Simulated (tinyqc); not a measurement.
Two coupled magnetic layers: synthetic antiferromagnet, spin flop, exchange bias and magnetoresistance: one step, computed by the program tinyqc.

Moments lie in the plane at the angles p1, p2 from the field. Energy per area: E = J1 cos(p1 - p2) + J2 cos^2(p1 - p2) - B M_s (t1 cos p1 + t2 cos p2) + K (t1 sin^2 p1 + t2 sin^2 p2).

Problem. Limit of the antiparallel state. With p1 = 0, p2 = 180 degrees and c2 = J1 - 2 J2 the Hessian is [[c2 + t1 (2K + b), -c2], [-c2, c2 + t2 (2K - b)]], b = B M_s; its determinant vanishes at the positive root of t1 t2 b^2 - c2 (t1 - t2) b - [2K c2 (t1 + t2) + 4 K^2 t1 t2] = 0.

Inputs (values chosen for the exercise, for a model stack):
```
quantity                       value    unit
saturation magnetisation M_s     915    kA/m
thickness t1                     1.7      nm
thickness t2                     1.7      nm
antiferromagnetic coupling J1  0.056  mJ/m^2
biquadratic coupling J2            0  mJ/m^2
in-plane anisotropy K           0.55  kJ/m^3
```

Field direction: along the easy axis.

Give: stability limit B_sf of the antiparallel state.

Solution.

stability limit B_sf of the antiparallel state = 9.381 mT
